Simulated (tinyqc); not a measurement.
p-i-n junction, non-linear Poisson equation by Newton steps: one step of the calculation.

One dimension, p side on the left, n side on the right; net doping C = -Na for x < 0, 0 for 0 < x < Li and +Nd beyond. The potential psi is counted from the intrinsic level, and the quasi-Fermi potentials are flat: 0 for holes and -V for electrons, so n = ni exp((psi + V)/Vt) and p = ni exp(-psi/Vt) (Boltzmann statistics, full ionisation, no current). Under reverse bias this makes the minority densities vanishingly small everywhere; they play no part in the charge.

Problem. Newton step. Solve the tridiagonal system a_(i-1) d_(i-1) + b_i d_i + a_i d_(i+1) = -F_i for nodes 1 to 12, with d = 0 on fixed nodes. Each component d is damped to sign(d) Vt ln(1 + |d|/Vt) before it is added.

Inputs (values chosen for the exercise): temperature T = 300 K.

Constants: q = 1.602176634e-19 C, kB = 1.380649e-23 J/K, Vt = kB T/q. Results are converted to the units shown.

| interval | coupling a_i (F/cm^2) |
|---|---|
| 0 | 9.7203584e-7 |
| 1 | 1.1465038e-6 |
| 2 | 1.3347358e-6 |
| 3 | 1.5716572e-6 |
| 4 | 1.8213299e-6 |
| 5 | 2.1292214e-6 |
| 6 | 7.9139201e-7 |
| 7 | 2.9416874e-7 |
| 8 | 1.0879233e-7 |
| 9 | 4.0648771e-8 |
| 10 | 1.5105962e-8 |
| 11 | 5.6172925e-9 |
| 12 | 2.0845524e-9 |

| node | diagonal b (F/cm^2) | residual F (C/cm^2) |
|---|---|---|
| 1 | -6.5876367e-6 | -1.2722795e-12 |
| 2 | -6.2586557e-6 | -2.6895117e-11 |
| 3 | -6.0127473e-6 | -3.5012277e-10 |
| 4 | -5.7408958e-6 | 1.2071182e-9 |
| 5 | -5.3355345e-6 | 8.0773532e-9 |
| 6 | -3.8363738e-6 | 1.5347272e-8 |
| 7 | -1.3766130e-6 | 2.2068162e-8 |
| 8 | -4.0333199e-7 | 3.2674732e-9 |
| 9 | -1.4944110e-7 | -5.3499315e-9 |
| 10 | -5.5754734e-8 | -1.8804537e-8 |
| 11 | -2.0723255e-8 | -3.3214930e-8 |
| 12 | -2.5695612e-6 | -7.0319483e-8 |

| node | psi after iteration 1 (V) |
|---|---|
| 0 | -0.7059000 |
| 1 | -0.7058503 |
| 2 | -0.7056155 |
| 3 | -0.7046246 |
| 4 | -0.7014218 |
| 5 | -0.6916922 |
| 6 | -0.6672581 |
| 7 | -0.6120404 |
| 8 | -0.4140498 |
| 9 | 0.1512525 |
| 10 | 1.5326133 |
| 11 | 4.0048877 |
| 12 | 4.7403227 |
| 13 | 4.7599234 |

Find: Newton step d, before damping; psi after iteration 2.

Solution.

| node | Newton step d, before damping (V) |
|---|---|
| 1 | 0.0000 |
| 2 | 0.0001 |
| 3 | 0.0003 |
| 4 | 0.0013 |
| 5 | 0.0031 |
| 6 | 0.0029 |
| 7 | -0.0137 |
| 8 | -0.1471 |
| 9 | -0.5382 |
| 10 | -1.4534 |
| 11 | -2.6712 |
| 12 | -0.0332 |

| node | psi after iteration 2 (V) |
|---|---|
| 0 | -0.7059 |
| 1 | -0.7058 |
| 2 | -0.7056 |
| 3 | -0.7043 |
| 4 | -0.7002 |
| 5 | -0.6888 |
| 6 | -0.6645 |
| 7 | -0.6231 |
| 8 | -0.4632 |
| 9 | 0.0716 |
| 10 | 1.4280 |
| 11 | 3.8847 |
| 12 | 4.7190 |
| 13 | 4.7599 |

Program tinyqc, `OMP_NUM_THREADS=1 python tinyqc.py 2000001 2000002 out.jsonl`; Intel Xeon 2.30GHz, shared host, one thread, about 0.1 s.
